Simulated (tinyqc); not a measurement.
Central-cell correction: shallow acceptor in the spherical four-band model.

The ground state 1S3/2 has an L = 0 part f(r) and an L = 2 part g(r). In units of Ry* and a*, with Gaussians f_i = exp(-a_i r^2), g_i = r^2 exp(-a_i r^2), A = a_i + a_j and I(n) = Gamma((n + 1)/2)/(2 A^((n + 1)/2)): S_ff = I(2), S_gg = I(6), H_ff = (6 a_i a_j/A) I(2) - 2 I(1), H_gg = (14 a_i a_j/A) I(6) - 2 I(5), H_fg = -mu [15 I(2) - 20 a_j I(4) + 4 a_j^2 I(6)]; each function is then normalised. The split-off band is left out.

Converged values use 22 exponents 2.2^i, i = -7 to 14, for f and for g.

Parameters, chosen for this exercise (out of a larger set: near those of a shallow acceptor in GaSb; not measured data): rc = 1.9 angstrom (radius of the central cell); Vs = (3, 1, 0, -1, -2, -3, -4) eV (central-cell strengths).

mu = 0.82007
Ry* = 4.0313 meV
a* = 112.326 angstrom

A short-range term V exp(-r^2/rc^2) is added (negative: attracts the hole); its elements are V S (A/(A + 1/rc^2))^(3/2) for f and ^(7/2) for g, in the same units.

Results:
```
V (eV)  1S binding (meV)  2S binding (meV)  <r> (angstrom)  L = 2 weight
3.0                 10.9              3.36            69.7         0.313
1.0                 11.2              3.40            67.9         0.314
0.0                 11.4              3.43            66.8         0.315
-1.0                11.6              3.46            65.5         0.316
-2.0                11.9              3.50            63.8         0.317
-3.0                12.3              3.55            61.8         0.318
-4.0                12.9              3.62            59.3         0.319
```

From V = 0 to -4 eV the 1S binding grows by 1.5 meV (13 %) and the 2S binding by 0.19 meV, so the chemical shift sits mainly in the ground state. A repulsion of 3 eV removes 0.5 meV. The slope is 0.55 meV per eV over the last step against 0.16 on the repulsive side, since attraction pulls the state into the cell; over this range the level stays shallow.

Computed by tinyqc, a small Python program: `OMP_NUM_THREADS=1 python tinyqc.py 1280371 1280372 out.jsonl` (the numbers bound the seed that draws the inputs); one thread of a shared host (Intel(R) Xeon(R) Processor @ 2.30GHz), about 0.08 s for the whole set of steps.
